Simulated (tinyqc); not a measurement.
Six-band hole subbands of a thin body in a field: one step. The matrix for one sine at q = 0. Four cases, with inputs chosen for the exercise.

Question. Nz = 1, in meV.

Basis X, Y, Z times spin, hole energies counted downwards from the unstrained edge (the hydrostatic shift is left out), c = hbar^2/2m0. For a symmetric tensor T let C(T) have C_XX = L Txx + M (Tyy + Tzz), C_XY = N Txy (cyclic), L = c (g1 + 4 g2), M = c (g1 - 2 g2), N = 6 c g3. k = q + kz n, n the unit normal, q = k1 u + k2 v with u along the channel [1-10] and v = n x u. H = C(k k^T) + (Dso/3)(1 - L.sigma) - B + e F z with (L_k)_ij = -i epsilon_kij; B is the block C built from the traceless strain with 2b, -b and sqrt(3) d in place of L, M, N. Strain: exx = eyy = (s11 + s12) sx/2, ezz = s12 sx, exy = -s44 sx/4. Hard walls at z = 0 and t; basis sin(j pi z/t), j = 1 to Nz: kz^2 = (j pi/t)^2, kz = -i D with D_jl = 4 j l/(t (j^2 - l^2)), z_jj = t/2 and z_jl = -8 t j l/(pi (j^2 - l^2))^2 for j + l odd; 1 MV/cm = 0.01 eV/angstrom.

Constants: hbar^2/2m0 = 3.80998211 eV angstrom^2.

Give: H.

Case 1.

Values chosen (near those of a p-type Si channel; shifted at random, so the results belong to these values and not to a real crystal):
- g1 = 4.28 (Luttinger gamma1)
- g2 = 0.34 (gamma2)
- g3 = 1.45 (gamma3)
- Dso = 0.043 eV (spin-orbit splitting)
- b = -2.08 eV (tetragonal potential)
- d = -4.79 eV (trigonal potential)
- S = (7.8, -2.14, 12.76) 1/TPa (compliances s11, s12, s44)
- face = 001 (surface)
- t = 80 angstrom (body thickness)
- F = 0 MV/cm (field across the body)
- sx = 1 GPa (stress along the channel [1-10], negative in compression)

Answer.

H (meV), rows X+, Y+, Z+, X-, Y-, Z- and columns alike:
```
[[45.82, -26.47+14.33i, 0, 0, 0, -14.33],
 [-26.47-14.33i, 45.82, 0, 0, 0, 14.33i],
 [0, 0, 26.80, 14.33, -14.33i, 0],
 [0, 0, 14.33, 45.82, -26.47-14.33i, 0],
 [0, 0, 14.33i, -26.47+14.33i, 45.82, 0],
 [-14.33, -14.33i, 0, 0, 0, 26.80]]
```

Case 2.

Values chosen (near those of a p-type Si channel; shifted at random, so the results belong to these values and not to a real crystal):
- g1 = 4.3 (Luttinger gamma1)
- g2 = 0.34 (gamma2)
- g3 = 1.44 (gamma3)
- Dso = 0.044 eV (spin-orbit splitting)
- b = -2.12 eV (tetragonal potential)
- d = -4.84 eV (trigonal potential)
- S = (7.83, -2.16, 12.77) 1/TPa (compliances s11, s12, s44)
- face = 111 (surface)
- t = 75 angstrom (body thickness)
- F = 0.2 MV/cm (field across the body)
- sx = 1 GPa (stress along the channel [1-10], negative in compression)

Answer.

H (meV), rows X+, Y+, Z+, X-, Y-, Z- and columns alike:
```
[[129.00, -7.51+14.67i, 19.25, 0, 0, -14.67],
 [-7.51-14.67i, 129.00, 19.25, 0, 0, 14.67i],
 [19.25, 19.25, 97.23, 14.67, -14.67i, 0],
 [0, 0, 14.67, 129.00, -7.51-14.67i, 19.25],
 [0, 0, 14.67i, -7.51+14.67i, 129.00, 19.25],
 [-14.67, -14.67i, 0, 19.25, 19.25, 97.23]]
```

Case 3.

Values chosen (near those of a p-type Si channel; shifted at random, so the results belong to these values and not to a real crystal):
- g1 = 4.29 (Luttinger gamma1)
- g2 = 0.34 (gamma2)
- g3 = 1.45 (gamma3)
- Dso = 0.044 eV (spin-orbit splitting)
- b = -2.06 eV (tetragonal potential)
- d = -4.76 eV (trigonal potential)
- S = (7.56, -2.17, 12.71) 1/TPa (compliances s11, s12, s44)
- face = 111 (surface)
- t = 75 angstrom (body thickness)
- F = 0.5 MV/cm (field across the body)
- sx = 1 GPa (stress along the channel [1-10], negative in compression)

Answer.

H (meV), rows X+, Y+, Z+, X-, Y-, Z- and columns alike:
```
[[240.87, -6.81+14.67i, 19.39, 0, 0, -14.67],
 [-6.81-14.67i, 240.87, 19.39, 0, 0, 14.67i],
 [19.39, 19.39, 210.80, 14.67, -14.67i, 0],
 [0, 0, 14.67, 240.87, -6.81-14.67i, 19.39],
 [0, 0, 14.67i, -6.81+14.67i, 240.87, 19.39],
 [-14.67, -14.67i, 0, 19.39, 19.39, 210.80]]
```

Case 4.

Values chosen (near those of a p-type Si channel; shifted at random, so the results belong to these values and not to a real crystal):
- g1 = 4.29 (Luttinger gamma1)
- g2 = 0.34 (gamma2)
- g3 = 1.44 (gamma3)
- Dso = 0.045 eV (spin-orbit splitting)
- b = -2.11 eV (tetragonal potential)
- d = -4.88 eV (trigonal potential)
- S = (7.75, -2.1, 12.58) 1/TPa (compliances s11, s12, s44)
- face = 110 (surface)
- t = 45 angstrom (body thickness)
- F = 0.2 MV/cm (field across the body)
- sx = 0 GPa (stress along the channel [1-10], negative in compression)

Answer.

H (meV), rows X+, Y+, Z+, X-, Y-, Z- and columns alike:
```
[[145.98, 80.22+15.00i, 0, 0, 0, -15.00],
 [80.22-15.00i, 145.98, 0, 0, 0, 15.00i],
 [0, 0, 127.04, 15.00, -15.00i, 0],
 [0, 0, 15.00, 145.98, 80.22-15.00i, 0],
 [0, 0, 15.00i, 80.22+15.00i, 145.98, 0],
 [-15.00, -15.00i, 0, 0, 0, 127.04]]
```

Computed by tinyqc, one run a case: `OMP_NUM_THREADS=1 python tinyqc.py N N+1 out.jsonl` with N = 1281489, 1281772, 1282193, 1282205; one thread of a shared Intel(R) Xeon(R) Processor @ 2.30GHz, about 0.4 s a run at most.
